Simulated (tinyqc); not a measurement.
Changing the bond stretching alpha: Keating valence-force model of a tetrahedral crystal. Computed by tinyqc, a small Python program. Command: `OMP_NUM_THREADS=1 python tinyqc.py 3025285 3025286 out.jsonl keating sweep`. One thread of a shared host (Intel(R) Xeon(R) Processor @ 2.30GHz), about 0.04 s of CPU time with the checks.

Atom A sits at 0 and atom B at a/4 (1,1,1) of an fcc lattice; the four bonds from A are t = a/4 (1,1,1), a/4 (1,-1,-1), a/4 (-1,1,-1), a/4 (-1,-1,1), of length d = sqrt(3) a/4. Energy: E = (3 alpha/(8 d^2)) sum over bonds (r.r - d^2)^2 + (3 beta/(8 d^2)) sum over pairs of bonds at one atom (r_i.r_j + d^2/3)^2; both atoms have the mass M. The cell holds two atoms, Omega = a^3/4. 1 N/m = 1 J/m^2.

Inputs (values chosen for the exercise, for a model crystal): lattice constant a = 4.37 angstrom; atomic mass M = 41.7 u; bond bending beta = 7.07 N/m.

Structure: diamond.

Constants: nu for 1 eV/(angstrom^2 u) = 15.6333042 THz; 1 eV/angstrom^2 = 16.02176634 J/m^2; 1 THz = 33.35640952 1/cm.

Method:
- C11 = (alpha + 3 beta)/a, C12 = (alpha - beta)/a, C44 = 4 alpha beta/(a (alpha + beta)); with the two sublattices clamped C44(0) = (alpha + beta)/a; internal-strain parameter zeta = (alpha - beta)/(alpha + beta); B = (C11 + 2 C12)/3.
- mu = M/2; lambda = 4 (alpha + beta)/mu with the springs in eV/angstrom^2; nu = 15.6333042 THz x sqrt(lambda).
- With displacements u exp(i q.r), each bracket changes by g.u, where g = (g_A, g_B): bond t, g = (-2 t, 2 t exp(i q.t)); pair (i, j) at A, g = (-(t_i + t_j), t_i exp(i q.t_j) + t_j exp(i q.t_i)); pair at B, g = (-t_i exp(-i q.t_j) - t_j exp(-i q.t_i), t_i + t_j). Then D_mn = sum over the 4 bonds and 12 pairs of (4 k/a^2) conj(g_m) g_n / sqrt(M_m M_n), with k = alpha or beta converted to eV/angstrom^2.
- An eigenvalue lambda of D in eV/(angstrom^2 u) gives nu = 15.6333042 THz x sqrt(lambda).
- Take the lowest frequency at X = (1, 0, 0) 2 pi/a, the transverse acoustic (TA) mode.

One run for each value:

| bond stretching alpha (N/m) | Raman frequency (THz) | bulk modulus B (GPa) | C44 (GPa) | TA frequency at X (THz) | internal-strain parameter zeta |
|---|---|---|---|---|---|
| 27.4 | 10.044 | 68.09 | 51.441 | 4.5486 | 0.58979 |
| 33.5 | 10.896 | 82.05 | 53.436 | 4.5486 | 0.65147 |
| 40.8 | 11.836 | 98.76 | 55.156 | 4.5486 | 0.70462 |
| 49.7 | 12.889 | 119.12 | 56.655 | 4.5486 | 0.75092 |
| 60.6 | 14.072 | 144.07 | 57.953 | 4.5486 | 0.79104 |
| 73.9 | 15.393 | 174.50 | 59.063 | 4.5486 | 0.82537 |
| 90.1 | 16.863 | 211.57 | 60.005 | 4.5486 | 0.85448 |
| 110.0 | 18.510 | 257.11 | 60.806 | 4.5486 | 0.87922 |

Describe and explain the trends.

Over the rows, Raman frequency (THz) rises from 10.0 to 18.5 (exponent d ln y / d ln x 0.41 between the first rows and 0.47 between the last); bulk modulus B (GPa) rises from 68.1 to 257 (exponent d ln y / d ln x 0.93 between the first rows and 0.98 between the last); C44 (GPa) rises from 51.4 to 60.8 (exponent d ln y / d ln x 0.19 between the first rows and 0.066 between the last); TA frequency at X (THz) does not change; internal-strain parameter zeta rises from 0.590 to 0.879 (exponent d ln y / d ln x 0.49 between the first rows and 0.14 between the last). At the high end the exponent of Raman frequency is 0.47, close to 0.50: the optical mode mostly stretches bonds. B = (alpha + beta/3)/a and the optical mode follow the bond stretching; C44 needs the angles to bend and saturates towards 4 beta/a, and zeta tends to 1 as bonds become rigid. The TA mode at X bends angles alone: M omega^2 = 8 beta holds no alpha.

Extremes, crossings and ranges named in words are read from the listed rows.
